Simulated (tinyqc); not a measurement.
Worked calculation: averaged masses of warped heavy- and light-hole bands. Values are carried at full precision from step to step, so a last printed digit may differ when a step is redone from the rounded ones.

Constants: Ry = 13.60569312 eV; a0 (Bohr radius) = 0.5291772105 angstrom; kB = 8.617333262e-05 eV/K; hbar^2/2m0 = 3.80998211 eV angstrom^2.

Values chosen for the exercise (near those of GaP; the results hold for these values, not for the real material): g1 = 4.01 (Luttinger gamma1); g2 = 0.49 (gamma2); g3 = 1.26 (gamma3); eps = 11.34 (dielectric constant); mso = 0.255 m0 (split-off mass); Dso = 0.077 eV (spin-orbit splitting); T = 200 K (temperature).

## Other forms of the parameters

Dresselhaus-Kip-Kittel form E = c [A k^2 -/+ sqrt(B^2 k^4 + C^2 (kx^2 ky^2 + ky^2 kz^2 + kz^2 kx^2))] with A = g1, B = 2 g2, C^2 = 12 (g3^2 - g2^2). Spherical form: mu = (6 g3 + 4 g2)/(5 g1), delta = (g3 - g2)/g1, masses 1/(g1 (1 -/+ mu)). Effective rydberg R* = Ry/(g1 eps^2) and radius a* = a0 g1 eps.

A, B, |C|: [4.010, 0.980, 4.021]

mu, delta: [0.4748, 0.1920]

spherical masses, heavy and light (m0): [0.4748, 0.1691]

R* = 26.38 meV
a* = 24.1 angstrom

delta/mu = 0.40 measures the warping against the spherical splitting.

## Masses along six directions

Four-band hole energies E = c k^2 f(u), c = hbar^2/2m0, f = g1 -/+ 2 sqrt(g2^2 + 3 (g3^2 - g2^2) s), s = ux^2 uy^2 + uy^2 uz^2 + uz^2 ux^2 for the unit vector u; minus for heavy, plus for light holes; the mass along u is 1/f.

Give s and both masses.

Masses (m0):
```
direction        s   heavy   light
[100]      0.00000  0.3300  0.2004
[110]      0.25000  0.5639  0.1601
[111]      0.33333  0.6711  0.1531
[310]      0.09000  0.4072  0.1797
[311]      0.15702  0.4674  0.1700
[321]      0.25000  0.5639  0.1601
```

The heavy mass grows by a factor of 2.03 from [100] to [111] while the light one shrinks by 24 %; 1/m_heavy + 1/m_light = 2 g1 in every direction.

## Density-of-states masses from three directions

m_d^(3/2) is the angular mean of m(u)^(3/2). The rule mean = (10 F[100] + 16 F[110] + 9 F[111])/35 is exact for cubic harmonics up to sixth order. Total m_d = (m_h^(3/2) + m_l^(3/2))^(2/3).

m^(3/2):
```
direction    heavy    light
[100]      0.18960  0.08971
[110]      0.42348  0.06405
[111]      0.54982  0.05993
```

m_d heavy, light (m0): [0.5330, 0.1704]

total = 0.5954 m0
share of light holes = 15.3 %

## Averages on a grid

Grid: n x n midpoints in cos(theta) from 0 to 1 and phi from 0 to pi/2, equal weights. m_d = <f^(-3/2)>^(2/3). Conductivity mass for one scattering time: 1/m_c = <|w|^2 f^(-5/2)>/<f^(-3/2)> with w = grad_k(k^2 f)/(2 k), that is |w|^2 = f^2 + |angular gradient of f|^2/4.

Use n = 40.

m_d heavy, light (m0): [0.5210, 0.1669]

m_c heavy, light (m0): [0.4530, 0.1634]

The three-direction rule differs from the grid by +2.31 % for heavy holes. Warping makes m_c of the heavy holes 13 % smaller than m_d; on a sphere the two are equal.

## Effective density of states

Nv = 2 (kT/(4 pi c))^(3/2) [m_h^(3/2) + m_l^(3/2) + mso^(3/2) exp(-Dso/kT)], c = hbar^2/2m0, parabolic bands, m_h and m_l the density-of-states masses from the grid; 1 angstrom^-3 = 1e24 cm^-3.

prefactor = 1.3660e+19 cm^-3

the three terms: [0.37605, 0.06820, 0.00148]

Nv = 6.089e+18 cm^-3

shares (%): [84.4, 15.3, 0.3]

kT/Dso = 0.22: thermal holes reach energies comparable with Dso, where the four-band form fails and the true Nv is larger.

## Checks

- m_d and m_c of heavy holes for g2 = g3 against 1/(g1 - 2 g3): they agree to 1e-10 or better.
- m_d of heavy holes on grids of 40 and 160: both 0.5210.

(tinyqc, `OMP_NUM_THREADS=1 python tinyqc.py 1050513 1050514 out.jsonl`, Intel(R) Xeon(R) Processor @ 2.30GHz, 1 thread, shared host, about 0.01 s.)
